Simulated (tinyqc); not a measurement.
Long-channel MOSFET, surface-potential model: one step of the calculation.

n-channel transistor on a uniformly doped p-type body, gradual-channel approximation, constant mobility, Boltzmann statistics, full ionisation. Potentials are counted from the neutral body; V is the electron quasi-Fermi potential, Vsb at the source and Vsb + Vds at the drain. Charges are magnitudes per area.

Question. Pao-Sah current by Simpson's rule. I = mu (W/L) integral of Qi dV; Simpson's rule on the 9 points, step Vds/8, weights 1, 4, 2, ..., 4, 1 times step/3.

Values chosen for this exercise; material values close to those of silicon:
```
symbol  value        unit               meaning
mu        200  cm^2/(V s)      channel mobility
W           5          um            gate width
L           2          um           gate length
Vds       0.8           V  drain-source voltage
```

Qi, Pao-Sah, point 0 to 8 (nC/cm^2): 2.2883258  0.052882936  0.0011076502  2.3147163e-5  4.8369562e-7  1.0107555e-8  2.1121271e-10  4.4136103e-12  9.2229090e-14

Find: Pao-Sah current.

Answer.

Pao-Sah current = 0.041703 uA

Gauss-Legendre quadrature on many points gives 0.03110 uA, so this value is 34 % above it; the charge-sheet current, 0.03044 uA, is 2.1 % below it.

Numbers from tinyqc (`OMP_NUM_THREADS=1 python tinyqc.py 2360048 2360049 out.jsonl`; about 0.04 s on one thread of a shared Intel Xeon 2.30GHz).
